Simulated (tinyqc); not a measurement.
n-type polysilicon, carrier trapping at grain boundaries: two steps of the calculation.

One-dimensional grains of size Lg, uniform ionised doping N, monovalent traps Qt at each boundary at a depth Et below (for electrons) or above (for holes) the band edge there, abrupt depletion of width W on each side of a boundary, Boltzmann statistics. xi is the distance from the band edge at the grain centre to the Fermi level. Trapped charge Qt/(1 + exp((xi + VB - Et)/Vt)) = 2 N W, barrier VB = q N W^2/(2 eps0 eps_r).

Values chosen for this exercise; values of the order met in polycrystalline silicon:
- T = 350 K (temperature)
- eps_r = 11.7 (relative permittivity)
- NB = 3.53e19 cm^-3 (conduction-band density of states at T)
- Lg = 270 nm (grain size)
- Qt = 7.3e11 cm^-2 (trap density of a grain boundary)
- Et = 0.37 eV (depth of the trap level from the majority band edge at the boundary)
- ms = 0.45 m0 (mass for thermionic emission)
- fe = 0.5 (correction factor of the emission rate)
- mug = 89 cm^2/(V s) (mobility inside the grains)
- N = 9.7e16 cm^-3 (doping)

Constants: q = 1.602176634e-19 C, kB = 1.380649e-23 J/K, m0 = 9.1093837015e-31 kg, Vt = kB T/q, eps0 = 8.8541878128e-14 F/cm where lengths are in cm. Results are converted to the units shown.

Task 1. New W. Partly depleted grain, xi = Vt ln(NB/N): f = 1/(1 + exp((xi + VB - Et)/Vt)), g = Qt f - 2 N W, g' = -2 Qt f (1 - f) VB/(W Vt) - 2 N, W(new) = W - g/g'.

W after iteration 1 = 37.010681 nm

Find: VB; f; g; g'; W after iteration 2.

Result 1.

VB = 0.10275 V
f = 0.95092
g = -2.3834e10 cm^-2
g' = -2.5672e10 cm^-2/nm
W after iteration 2 = 36.082 nm

Task 2. Resistivity and effective mobility. n0 = NB exp(-xi/Vt); mean density n0 (1 - 2 W/Lg) by charge balance in a partly depleted grain, and n0 (sqrt(pi)/2) erf(u)/u with u = sqrt(VB/Vt) in a fully depleted one; v = sqrt(kB T/(2 pi ms m0)); barrier resistivity Vt exp(VB/Vt)/(q fe n0 v Lg); grain resistivity (1 - 2 W/Lg)/(q n0 mug); effective mobility 1/(q mean density total resistivity).

W = 36.062324 nm
xi = 0.17785526 V
VB = 0.097549483 V

Give: n0; mean density; v; barrier resistivity; grain resistivity; resistivity; effective mobility.

Result 2.

n0 = 9.700e16 cm^-3
mean density = 7.109e16 cm^-3
v = 4.331e6 cm/s
barrier resistivity = 0.8426 ohm cm
grain resistivity = 0.5299 ohm cm
resistivity = 1.372 ohm cm
effective mobility = 63.97 cm^2/(V s)

The resistivity is 1.90 times that of a single crystal with the same N and mobility mug, and the mean density is 73.3 % of N.

Numbers from tinyqc (`OMP_NUM_THREADS=1 python tinyqc.py 2830015 2830016 out.jsonl`; about 0.01 s on one thread of a shared Intel Xeon 2.30GHz).
